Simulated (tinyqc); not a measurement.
# Input admittance of a MOSFET at zero drain bias: distributed channel and distributed gate: input impedance against frequency

Source and drain grounded, strong inversion, w = 2 pi f, Cox = eps0 eox/tox. The channel is an RC line of resistance 1/(mu Cox Vo) per square fed from both ends, so one finger has the intrinsic admittance y = i w Cox L tanh(g)/g per width, g = (1/2) sqrt(i w tau), tau = L^2/(mu Vo). The vertical resistance rv/L is in series with y, the overlaps 2 i w Cov in parallel: y_t = 1/(1/y + rv/L) + 2 i w Cov. The gate strip is a line of Rsh/L per length loaded by y_t, so a finger has Y = y_t Wf tanh(k)/k, k = (Wf/sd) sqrt(y_t Rsh/L); the device has Nf Y.

Low-frequency limits, with c = Cox L and ct = c + 2 Cov: R_strip = Rsh Wf/(3 sd^2 L Nf), R_ch = (c/ct)^2 L/(12 mu Cox Vo Wf Nf), R_vert = (c/ct)^2 rv/(L Wf Nf), C = ct Wf Nf. Z = 1/(Nf Y) = R + 1/(i w C), Q = |Im Z|/R, far-point signal |1/cosh k|.

Values chosen for this exercise; values of the order met in silicon radio-frequency transistors:
- eox = 3.9 (relative permittivity of the gate insulator (close to silicon dioxide))
- tox = 5 nm (insulator thickness)
- L = 0.38 um (channel length)
- Wf = 0.85 um (finger width)
- Nf = 8 (number of fingers)
- mu = 110 cm^2/(V s) (channel mobility)
- Vo = 0.39 V (gate overdrive)
- Rsh = 3.2 ohm/square (sheet resistance of the gate)
- rv = 0 ohm um^2 (vertical resistivity of the gate stack)
- sd = 1 (number of ends at which a finger is contacted)
- Cov = 0.25 fF/um (overlap and fringe capacitance on each side)

Constants: eps0 = 8.8541878128e-14 F/cm where lengths are in cm. Results are converted to the units shown.

The same in every row: low-frequency R (ohm) = 111.2.

Result of one run:
```
f (GHz),w tau,|k|,R (ohm),C (fF),Q,signal at the far point
2,0.4230,0.01545,111.2,21.24,33.70,1.000
```

What becomes of these results when the frequency f is changed from 2 to 40 GHz, all else the same?

Result of the changed run:
```
f (GHz),w tau,|k|,R (ohm),C (fF),Q,signal at the far point
40,8.460,0.06144,103.8,18.66,2.055,0.9992
```

The whole series:
```
f (GHz),w tau,|k|,R (ohm),C (fF),Q,signal at the far point
0.04,0.008460,0.002186,111.2,21.25,1684,1.000
0.1,0.02115,0.003456,111.2,21.25,673.7,1.000
0.3,0.06345,0.005986,111.2,21.25,224.6,1.000
0.7,0.1480,0.009143,111.2,21.24,96.25,1.000
2,0.4230,0.01545,111.2,21.24,33.70,1.000
5,1.057,0.02438,111.1,21.20,13.52,1.000
10,2.115,0.03422,110.7,21.05,6.831,0.9999
40,8.460,0.06144,103.8,18.66,2.055,0.9992
100,21.15,0.07876,78.42,13.13,1.546,0.9983
```

R falls from 111 to 78.4 ohm and C falls from 21.2 to 13.1 fF. Q goes as f^(-1.00) between the first two rows and f^(-0.31) between the last two, where w tau = 21.1 and |k| = 0.0788. The low-frequency limits hold both R and C within 5 % up to f = 10 GHz among the rows.

Computed by the program tinyqc: `OMP_NUM_THREADS=1 python tinyqc.py 2262215 2262216 out.jsonl`, one thread of a shared Intel Xeon 2.30GHz, about 0.01 s for the whole run.
